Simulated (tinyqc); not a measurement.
Worked calculation: RHF in the sto-3g basis, for H3+, spin multiplicity 1. One step of it, computed by the program tinyqc.

Task: Iteration 2 (converged): orbitals. Diagonalise F' = X^T F X, C = X C', fill 1 alpha and 1 beta electrons from the bottom; D = 2 C_occ C_occ^T. Each column has its largest component positive (the first on a tie).

Fock matrix F (hartree):
```
,1H 1s,2H 1s,3H 1s
1H 1s,-0.735374,-0.690369,-0.690071
2H 1s,-0.690369,-0.735579,-0.690378
3H 1s,-0.690071,-0.690378,-0.735380
```

X:
```
,1H 1s,2H 1s,3H 1s
1H 1s,1.154366,-0.218162,-0.217881
2H 1s,-0.218162,1.154523,-0.218171
3H 1s,-0.217881,-0.218171,1.154370
```

Give: F' = X^T F X; orbital energies; coefficients C; D after iteration 2.

Result:

F' = X^T F X (hartree):
```
,1,2,3
1,-0.421,-0.336,-0.335
2,-0.336,-0.421,-0.336
3,-0.335,-0.336,-0.421
```

orbital energies (hartree): MO1 -1.092, MO2 -0.085, MO3 -0.085

coefficients C:
```
,MO1,MO2,MO3
1H 1s,0.415,0.978,-0.548
2H 1s,0.415,-0.015,1.121
3H 1s,0.415,-0.963,-0.573
```

D after iteration 2:
```
,1H 1s,2H 1s,3H 1s
1H 1s,0.344,0.344,0.344
2H 1s,0.344,0.344,0.344
3H 1s,0.344,0.344,0.344
```
